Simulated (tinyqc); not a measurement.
Layer against dose: implant damage, amorphisation by cascade overlap, and solid-phase epitaxial regrowth. Computed by tinyqc, a small Python program. Command: `OMP_NUM_THREADS=1 python tinyqc.py 3113137 3113138 out.jsonl sper walk`. One thread of a shared host (Intel(R) Xeon(R) Processor @ 2.30GHz), about 0.01 s of CPU time with the checks.

Range and width of the damage are inputs. Dynamic annealing enters only through the surviving share f.

Inputs (values chosen for the exercise, modelled on arsenic ions in germanium): atomic density N = 44.2 1/nm^3; ion Z1 = 33; ion mass M1 = 74.9 u; target Z2 = 32; target mass M2 = 72.63 u; ion energy E = 37 keV; displacement energy E_d = 16 eV; depth of the damage peak R_d = 17 nm; width of the damage profile s_d = 10 nm; share of defects that survive f = 0.49; critical displaced share x_c = 0.13; dose Q = 5.9e+14 1/cm^2.

Constants: a_0 = 0.529177210903 angstrom; e^2/(4 pi eps_0) = 14.39964548 eV angstrom.

Method. Robinson partition: eps = E a M2/(Z1 Z2 (e^2/(4 pi eps_0)) (M1 + M2)), a = 0.8853 a_0/sqrt(Z1^(2/3) + Z2^(2/3)); k = 0.0793 Z1^(2/3) Z2^(1/2) (M1 + M2)^(3/2)/((Z1^(2/3) + Z2^(2/3))^(3/4) M1^(3/2) M2^(1/2)); damage energy T_d = E/(1 + k (eps + 0.40244 eps^(3/4) + 3.4008 eps^(1/6))); displacements nu = 0.8 T_d/(2 E_d). Displaced share x(z) = f nu Q exp(-(z - R_d)^2/(2 s_d^2))/(sqrt(2 pi) s_d N); the layer is amorphous where x > x_c, between R_d -/+ s_d sqrt(2 ln(x_max/x_c)), the upper edge being cut at the surface. Threshold dose Q_c = Q x_c/x_max.

threshold dose Q_c = 4.47340e+13 1/cm^2

displacements per ion nu = 657.085

Dose series; the last column is f nu Q erfc((z2 - R_d)/(sqrt2 s_d))/2:
```
Q (1/cm^2)   x_max  upper edge (nm)  lower edge (nm)  displaced atoms beyond z2 (1/cm^2)
4.92e+13    0.1430           12.637           21.363                          5.2485e+15
6.71e+13    0.1950            7.995           26.005                          3.9736e+15
1.12e+14    0.3255            3.452           30.548                          3.1639e+15
1.79e+14    0.5202            0.347           33.653                          2.7620e+15
3.13e+14    0.9096            0.000           36.725                          2.4462e+15
5.37e+14    1.5606            0.000           39.295                          2.2289e+15
1.12e+15    3.2548            0.000           42.379                          2.0110e+15
2.24e+15    6.5096            0.000           44.977                          1.8561e+15
```

What does the comparison show, and why?

A dose 46 times larger moves the lower edge from 21.4 to 45.0 nm, as the root of a logarithm, and the damage beyond it falls by a factor 2.8, since the edge lies on an ever steeper tail. The layer reaches the surface at Q_c exp(R_d^2/(2 s_d^2)) = 1.90e14 per cm^2.
